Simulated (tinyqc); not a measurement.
Worked calculation: quaternary alloy A(x)B(1-x)C(y)D(1-y) matched to a substrate. Values are carried at full precision from step to step, so a last printed digit may differ when a step is redone from the rounded ones.

Matching a(x,y) = a_s gives x = (a_s - y a_BC - (1 - y) a_BD)/(y (a_AC - a_BC) + (1 - y)(a_AD - a_BD)).
Constants: hc = 1239.841984 eV nm.

Values chosen for the exercise (AC, AD, BC, BD near GaAs, GaSb, InAs and InSb; substrate near InAs; not measured data): a = (5.647, 6.103, 6.054, 6.48) angstrom (lattice constants of AC, AD, BC, BD); a_s = 6.054 angstrom (substrate); y = 0.5 (fraction of C); Eg = (1.526, 0.802, 0.42, 0.233) eV (gaps at Gamma of AC, AD, BC, BD); Cb = (0.454, 0.383, 1.287, 0.637) eV (bowing of ABC, ABD, ACD, BCD); dx = -0.009 (error of x in growth).

## The matched composition

Give numerator, denominator and x.

numerator = -0.21300 angstrom
denominator = -0.39200 angstrom
x = 0.5434

## The gap by rule 1

Q(x,y) = x y Q_AC + x (1 - y) Q_AD + (1 - x) y Q_BC + (1 - x)(1 - y) Q_BD for the lattice constant. Gap, rule 1: Q(x,y) - x (1 - x)[y C_ABC + (1 - y) C_ABD] - y (1 - y)[x C_ACD + (1 - x) C_BCD]. Rule 2 (mean of ternaries): {x (1 - x)[y T_ABC(x) + (1 - y) T_ABD(x)] + y (1 - y)[x T_ACD(y) + (1 - x) T_BCD(y)]}/{x (1 - x) + y (1 - y)}, T_ABC(x) = x E_AC + (1 - x) E_BC - C_ABC x (1 - x), T_ACD(y) = y E_AC + (1 - y) E_AD - C_ACD y (1 - y), and alike. Only the Gamma valley is followed.

Give the four weights, the bilinear part, the two bowing terms, the gap and hc/gap.

weights of AC, AD, BC, BD: 0.2717  0.2717  0.2283  0.2283

bilinear part = 0.7816 eV

bowing terms (eV): 0.1038  0.2475

gap = 0.4302 eV
wavelength = 2882 nm

## The gap by rule 2

Give the four ternary gaps and their weighted mean.

T_ABC, T_ABD, T_ACD, T_BCD (eV): 0.9083  0.4471  0.8423  0.1673

gap = 0.6056 eV

Rule 2 lies 175 meV above rule 1: it averages the two bowing terms where rule 1 adds them. Both agree on the ternary edges.

## An error in composition

Replace x by x + dx; mismatch (a_s - a)/a and change of the relaxed gap by rule 1.

a = 6.0575 angstrom
mismatch = -0.058 %
change of the gap = -6.4 meV

The layer would be under compression; the strain shift of the gap is not included.

## Checks

- Lattice constant at the matched composition against a_s (angstrom): both 6.0540.
- Rule 2 as a mean of ternaries against its form with averaged bowing (eV): both 0.6056.

(tinyqc, `OMP_NUM_THREADS=1 python tinyqc.py 1080684 1080685 out.jsonl`, Intel(R) Xeon(R) Processor @ 2.30GHz, 1 thread, shared host, about 0.01 s.)
